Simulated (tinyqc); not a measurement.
# Debye-Callaway model of lattice thermal conductivity, step by step

A worked calculation. Computed by tinyqc, a small Python program that keeps every step. Command: `OMP_NUM_THREADS=1 python tinyqc.py 3030749 3030750 out.jsonl callaway walk`. One thread of a shared host (Intel(R) Xeon(R) Processor @ 2.30GHz), about 0.01 s of CPU time with the checks. Intermediate numbers are printed to about 6 digits and carried at full precision; extremes and crossings named in words are read from the listed rows.

Three acoustic branches with one velocity v, cut at omega_D = k_B Theta/hbar; x = hbar omega/(k_B T). v and Theta are separate inputs: Theta cuts off the heat-carrying modes, so C need not reach 3 k_B/V. gamma is an effective value that sets the umklapp rate. Heat flows along the wire.

Inputs (values chosen for the exercise, modelled on germanium):
```
quantity                              value        unit
sound velocity v                       3960         m/s
Debye temperature Theta                 363           K
volume per atom V                      22.6  angstrom^3
mean atomic mass M                    72.63           u
effective Grueneisen parameter gamma   2.15           -
umklapp exponent divisor b              2.5           -
alloy fraction f                        0.3           -
mass difference Delta M                39.9           u
wire diameter D                         1.1  micrometre
specularity p                           0.4           -
normal-process factor f_N               3.7           -
temperature T                            77           K
probe frequency omega/omega_D          0.84           -
```

Sample: wire. Point defects: alloy. Normal processes: included.

Constants: k_B = 1.380649e-23 J/K; hbar = 1.054571817e-34 J s; u = 1.6605390666e-27 kg.

## Mass-fluctuation parameter

For a random alloy on all sites Gamma = f (1 - f) (Delta M/M)^2, with M the mean mass; strain-field scattering is left out. A = V Gamma/(4 pi v^3).

Gamma = 0.0633772

Rayleigh coefficient A = 1.83546e-42 s^3

## Scattering rates at one frequency

Rates: point defects A omega^4; umklapp B omega^2 T exp(-Theta/(b T)) with B = hbar gamma^2/(M v^2 Theta); normal processes f_N B omega^2 T (T/Theta)^2. Boundaries: v/Lambda_B with Lambda_B = D (1 + p)/(1 - p). The resistive time is tau_R = 1/(boundary + point-defect + umklapp rates), and the free path is v tau_R.

omega = 3.99202e+13 rad/s

Rates:
```
process         rate (1/s)  rate x tau_R
boundaries     1.54286e+09   3.29940e-04
point defects  4.66142e+12      0.996843
umklapp        1.32194e+10    0.00282697
normal         1.45057e+10    0.00310203
```

tau_R = 2.13850e-13 s

free path = 0.846845 nm

The strongest resistive process at this frequency: point defects, 100 % of the resistive rate.

## The integrand on a coarse grid

x runs in ten equal steps to min(Theta/T, 12); g = x^4 e^x/(e^x - 1)^2; tau_C is the inverse of all rates summed; the last column is c tau_C g with c = (k_B/(2 pi^2 v)) (k_B T/hbar)^3.

Integrand:
```
x              g    tau_C (s)  c tau_C g (W/(m K))
0.47143  0.21817  3.48183e-10              13.7456
0.94286  0.82595  5.52642e-11               8.2594
1.41429  1.69767  1.23583e-11               3.7963
1.88571  2.66606  4.04016e-12               1.9490
2.35714  3.56661  1.67635e-12               1.0819
2.82857  4.27313  8.13607e-13               0.6291
3.30000  4.71548  4.40765e-13               0.3761
3.77143  4.87911  2.58957e-13               0.2286
4.24286  4.79240  1.61911e-13               0.1404
4.71429  4.50919  1.06343e-13               0.0868
```

The integrand is largest at the lowest frequency shown, whose long lifetime outweighs its small heat capacity.

## Thermal conductivity

kappa_1 = c int tau_C g dx, g = x^4 e^x/(e^x - 1)^2, c = (k_B/(2 pi^2 v)) (k_B T/hbar)^3, over 0 < x < min(Theta/T, 40), by 96 Gauss-Legendre points in s with x = x_max s^2; 1/tau_C = 1/tau_R + 1/tau_N; kappa_2 = c [int (tau_C/tau_N) g dx]^2 / int (tau_C/(tau_N tau_R)) g dx; kappa = kappa_1 + kappa_2. Heat capacity C = 3 c int g dx / v^2; grey free path 3 kappa/(C v); the median free path v tau_C halves kappa_1 when the quadrature points are ordered by free path (each counted at half its weight, interpolated in the logarithm); likewise at 10 % and 90 %.

kappa_1 = 14.0950 W/(m K)

kappa_2 = 0.0163425 W/(m K)

kappa = 14.1114 W/(m K)

heat capacity C = 488259 J/(m^3 K)

grey free path = 21.8950 nm

median free path = 398.874 nm

free path at 10 % of kappa_1 = 13.0210 nm

free path at 90 % of kappa_1 = 1952.38 nm

The median free path is 18 times the grey one: a small share of the heat capacity, at low frequency, carries much of the heat. The middle 80 % of kappa_1 spans a factor 150 in free path. The Callaway term kappa_2 is 0.12 % of the total. Caution: for so large a Gamma the Rayleigh formula is only rough near omega_D.

## Leaving out one process at a time

The formulas are those given above.

Conductivity at T:
```
case                   kappa (W/(m K))  ratio to all
all processes                  14.1114             1
without point defects          297.989       21.1169
without boundaries             44.6149       3.16162
without umklapp                14.7224       1.04330
```

Removing point defects raises kappa most, by a factor 21.1; removing umklapp gives only 1.04.

## Conductivity against temperature

The boundary limit is C v^2/(3 x boundary rate), with C = 3 c int g dx / v^2.

Kappa (W/(m K)):
```
T (K)  all processes  without point defects  boundary limit
3.6         0.291269               0.311336        0.311336
7.3          1.69141                2.59592         2.59592
13           4.63178                14.6605         14.6606
22           8.31805                70.8095         71.0364
36           11.5989                262.841         303.364
62           13.8906                363.672         1141.41
110          13.2975                183.058         2511.44
180          9.94123                84.2281         3370.42
290          5.96495                40.0170         3792.18
470          3.17402                19.9868         3976.32
```

kappa peaks among these rows at 62 K (T/Theta = 0.171) with 13.9 W/(m K). The exponent d ln kappa/d ln T is 2.49 at the cold end and -1.31 at the hot end. The normal rate is taken to grow as T^3 at all T, which overstates it above Theta. Point defects cost most at 62 K, a factor 26.2.

Checks made by the program: heat capacity against the Debye function (relative difference below 1e-10).
